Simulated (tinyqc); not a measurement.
Order of the levels against the shift of xy: tight-binding t2g bands of a cubic perovskite.

Orbitals yz, zx, xy (X, Y, Z below) times spin. E_xy = Dt + 2t (2 - cos x - cos y) + 2 td (1 - cos z) + 4 t2 (1 - cos x cos y) with x = kx a and so on; yz and zx follow by cyclic change, without Dt. Spin-orbit term -(Dso/3) L.sigma + Dso/3 with (L_k)_ij = -i epsilon_kij in X, Y, Z: for Dt = 0 the quartet lies at 0 and the doublet at Dso.

Constants: hbar^2/2m0 = 3.80998211 eV angstrom^2.

Values chosen for the exercise (of the size met in SrTiO3 and KTaO3; shifted at random, so the results belong to these values and not to a real crystal): a = 4.032 angstrom (lattice constant); t = 0.469 eV (strong hopping); td = 0.042 eV (weak hopping); t2 = 0 eV (diagonal hopping in the plane of the orbital); Dso = 0.038 eV (spin-orbit splitting at Gamma).

Levels at Gamma, the xy weight of the lowest pair and its mass along [100] from m/m0 = c q^2/(E(q) - E(0)), q = 0.001 (2 pi/a).

At Gamma:

| Dt (eV) | pair 1 (eV) | pair 2 (eV) | pair 3 (eV) | xy weight of pair 1 | mass (m0) |
|---|---|---|---|---|---|
| -0.30 | -0.2884 | 0.0000 | 0.0264 | 0.997 | 0.500 |
| -0.08 | -0.0707 | 0.0000 | 0.0287 | 0.966 | 0.507 |
| -0.03 | -0.0239 | 0.0000 | 0.0319 | 0.883 | 0.528 |
| -0.01 | -0.0072 | 0.0000 | 0.0352 | 0.767 | 0.559 |
| 0.01 | 0.0000 | 0.0060 | 0.0420 | 0.000 | 0.918 |
| 0.03 | 0.0000 | 0.0141 | 0.0539 | 0.000 | 0.918 |
| 0.08 | 0.0000 | 0.0209 | 0.0971 | 0.000 | 0.918 |
| 0.15 | 0.0000 | 0.0230 | 0.1650 | 0.000 | 0.918 |

Give the missing row, Dt (eV) = -0.15.

Computed row:
```
Dt (eV)  pair 1 (eV)  pair 2 (eV)  pair 3 (eV)  xy weight of pair 1  mass (m0)
-0.15        -0.1393       0.0000       0.0273                0.988      0.502
```

For Dt > 0 the lowest pair is the pure yz, zx combination at 0, with mass 0.918 at Dt = 0.15 eV. For Dt < 0 it gains xy weight, 0.77 at -0.01 and 1.00 at -0.3 eV, and its mass tends to the light value 0.500; the scale of the change is Dso = 0.038 eV.

Program tinyqc; command `OMP_NUM_THREADS=1 python tinyqc.py 1481944 1481945 out.jsonl`; about 0.01 s on one thread of a shared Intel(R) Xeon(R) Processor @ 2.30GHz.
